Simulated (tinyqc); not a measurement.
Worked calculation: k.p values derived from sp3s* tight binding at Gamma. Values are carried at full precision from step to step, so a last printed digit may differ when a step is redone from the rounded ones.

At Gamma the states are two-level mixtures: s-like S+ (upper) and S- (lower) from [[Esa, Vss], [Vss, Esc]], p-like P- (valence) and P+ from [[Epa, Vxx], [Vxx, Epc]], and the bare s* levels. With real k in 1/angstrom and kz = 0, the phase sums over the four bonds are g0 = 1 - (a k/4)^2/2, g1 = i a kx/4, g3 = -(a/4)^2 kx ky to second order. Each mixture is written (anion, cation) with the anion part positive. c = hbar^2/2m0. No spin-orbit coupling.

Constants: hbar^2/2m0 = 3.80998211 eV angstrom^2.

Parameters, chosen for this exercise (near a published set for AlAs, fitted to gaps, whose masses and valley positions are rough; shifted at random, so the results belong to these values and not to a real crystal):
- Esa = -7.575 eV (s level of the anion)
- Esc = -1.155 eV (s level of the cation)
- Epa = 0.979 eV (p level of the anion)
- Epc = 3.578 eV (p level of the cation)
- Vss = -6.653 eV (s-s)
- Vxx = 1.882 eV (px-px)
- a = 5.662 angstrom (lattice constant)
- Vsapc = 5.156 eV (s anion, p cation)
- Vscpa = 5.464 eV (s cation, p anion)
- Vxapc = 4.496 eV (s* anion, p cation)
- Vpaxc = 5.033 eV (p anion, s* cation)
- Exa = 7.477 eV (s* level of the anion)
- Exc = 6.727 eV (s* level of the cation)
- Vxy = 4.297 eV (px-py)

## States at Gamma

Solve the two blocks.

States:
```
state    E (eV)  anion part  cation part
S-     -11.7519     0.84692      0.53172
P-      -0.0086     0.88549     -0.46465
S+       3.0219     0.53172     -0.84692
P+       4.5656     0.46465      0.88549
```

## Linear terms and the Kane energy

<s state|dH/dkx|x state> = i P with P = (a/4)(sa pc Vsapc + sc pa Vscpa), sa, sc and pa, pc being the parts of the two states; for s* on the anion P = (a/4) pc Vxapc, on the cation (a/4) pa Vpaxc. Ep = P^2/c for S+ to P-.

Couplings:
```
pair       P (eV angstrom)  E(first) - E(second) (eV)
S+ to P-           -7.6034                     3.0305
S+ to P+            0.3927                    -1.5436
S- to P-            0.7695                   -11.7434
s*a to P-          -2.9571                     7.4856
s*c to P-           6.3084                     6.7356
```

Ep = 15.174 eV

The two terms of S+ to P- have the same sign and add: S+ and P- both change sign from anion to cation. An on-site momentum element between s and p, which real atoms have, is absent from this model.

## Electron mass

m0/m = [<S+|d2H/dkx^2|S+>/2 + sum P^2/(E(S+) - E(P))]/c over P- and P+, with the direct term -(a/4)^2 sa sc Vss.

parts of m0/m: direct -1.576, from P- 5.007, from P+ -0.026

mass = 0.2937 m0

The valence band supplies 147 % of m0/m; the direct term, which stands in for the free-electron 1, is -1.58. S+ is not the lowest valley of AlAs; this is the mass of the Gamma level.

## Valence parameters L, M, N and the Luttinger values

Direct terms d0 = -(a/4)^2 pa pc Vxx, dN = -2 (a/4)^2 pa pc Vxy for P-. F = sum P^2/(E(P-) - E(s)) over S+, S-, s*a, s*c. The y state of P- couples to the z state of P+ through Q = (a/4) Vxy (pa p'c - pc p'a), primes for P+, and H1 = Q^2/(E(P-) - E(P+)). L = d0 + F, M = d0 + H1, N = dN + F + H1; g1 = -(L + 2M)/(3c), g2 = -(L - M)/(6c), g3 = -N/(6c).

d0, dN, F, Q, H1 (eV angstrom^2; Q in eV angstrom): 1.5515  7.0848  -26.1031  6.0824  -8.0880

L, M, N (eV angstrom^2): -24.552  -6.537  -27.106

g1, g2, g3: 3.292  0.788  1.186

Along [100] the masses without spin-orbit coupling are c/|L| = 0.155 (one band) and c/|M| = 0.583 (two bands).

## Checks

- Electron mass against a finite difference of the full bands: both 0.2937.
- L and M against finite differences along [100]: largest relative difference 6.5e-06.
- Lowest curvature along [111], (L + 2M + 2N)/3, against a finite difference: both -30.612.

Run: tinyqc, `OMP_NUM_THREADS=1 python tinyqc.py 1450490 1450491 out.jsonl`; Intel(R) Xeon(R) Processor @ 2.30GHz, one thread, shared host; about 0.01 s of CPU time with all checks.
